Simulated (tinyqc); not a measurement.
# Changing the temperature T

Model: order-disorder in a binary alloy on two sublattices: Bragg-Williams and pair (quasi-chemical) approximations. Computed by tinyqc, a small Python program. Command: `OMP_NUM_THREADS=1 python tinyqc.py 3029479 3029480 out.jsonl order sweep`. One thread of a shared host (Intel(R) Xeon(R) Processor @ 2.30GHz), about 0.01 s of CPU time with the checks.

All z = 4 neighbours of a site lie on the other sublattice. B fills the sublattices with x + eta/2 and x - eta/2; energies are per site, from the pure components: u = -z w y with y the probability of an A-B bond taken in one order.

Inputs (values chosen for the exercise, for a model alloy): ordering energy w = (e_AA + e_BB)/2 - e_AB = 8.99 meV; fraction x of B = 0.44.

Lattice: square (z = 4). Method: Newton steps.

scattering factors f_A, f_B (electrons): 21  62

Constants: k_B = 8.617333262e-05 eV/K.

Method:
- Bragg-Williams: u = -z w [x (1 - x) + eta^2/4]; minimising f gives ln[a (1 - b)/(b (1 - a))] = 2 z w eta/(k_B T) =: ln Q, a = x + eta/2, b = x - eta/2. For given Q this is a quadratic for eta, (Q - 1) eta^2/4 - (Q + 1) eta/2 + (Q - 1) x (1 - x) = 0, smaller root: the map eta -> phi(eta).
- Newton steps on phi(eta) - eta, with the slope by central differences of 1e-6; start at 0.999 times 2x; stop when |phi - eta| < 1e-10.
- a = x + eta/2, b = x - eta/2; u = -z w [x (1 - x) + eta^2/4]; s/k_B = [s2(a) + s2(b)]/2, s2(c) = -c ln c - (1 - c) ln(1 - c); gain on ordering = f(eta) - f(0), f = u - T s. Superlattice over fundamental intensity = [eta (f_B - f_A)/2]^2/[(1 - x) f_A + x f_B]^2.

One run for each value:

| temperature T (K) | order parameter eta | B fraction on the A sublattice | entropy s (k_B/site) | gain on ordering (meV/site) | intensity ratio |
|---|---|---|---|---|---|
| 48.2 | 0.88000 | 1.7692e-06 | 0.18348 | -4.8748e+00 | 0.21353 |
| 67.1 | 0.87974 | 1.2958e-04 | 0.18424 | -4.0568e+00 | 0.21340 |
| 86.0 | 0.87710 | 1.4523e-03 | 0.19038 | -3.2435e+00 | 0.21212 |
| 105.0 | 0.86601 | 6.9937e-03 | 0.21115 | -2.4464e+00 | 0.20679 |
| 124.0 | 0.83759 | 2.1203e-02 | 0.25491 | -1.7014e+00 | 0.19344 |
| 143.0 | 0.78266 | 4.8671e-02 | 0.32418 | -1.0491e+00 | 0.16890 |
| 162.0 | 0.69155 | 9.4225e-02 | 0.41585 | -5.2910e-01 | 0.13187 |
| 199.0 | 0.29606 | 2.9197e-01 | 0.64074 | -1.2996e-02 | 0.02417 |

Give the missing row, temperature T (K) = 181.0.

Computed row; columns: (1) temperature T (K); (2) order parameter eta; (3) B fraction on the A sublattice; (4) entropy s (k_B/site); (5) gain on ordering (meV/site); (6) intensity ratio:
```
(1)        (2)         (3)      (4)          (5)      (6)
181.0  0.54641  1.6680e-01  0.52501  -1.7420e-01  0.08232
```

Interpolating between the two neighbouring rows (linearly) misses most in gain on ordering (meV/site), by 52 %. Over the rows, order parameter eta falls from 0.880 to 0.296 (exponent d ln y / d ln x -8.8e-4 between the first rows and -6.5 between the last); B fraction on the A sublattice rises from 1.77e-6 to 0.292 (exponent d ln y / d ln x 13 between the first rows and 5.9 between the last); entropy s (k_B/site) rises from 0.183 to 0.641 (exponent d ln y / d ln x 0.012 between the first rows and 2.1 between the last). Near T_c mean-field theory gives eta^2 linear in T_c - T; from the last two rows eta^2 extrapolates to zero at 206.5 K, against T_c = 205.6 K.

Caution (rows 124, 143, 162, 181, 199): T is near or above the T_c of the better pair approximation, so the true long-range order is lower than Bragg-Williams gives.
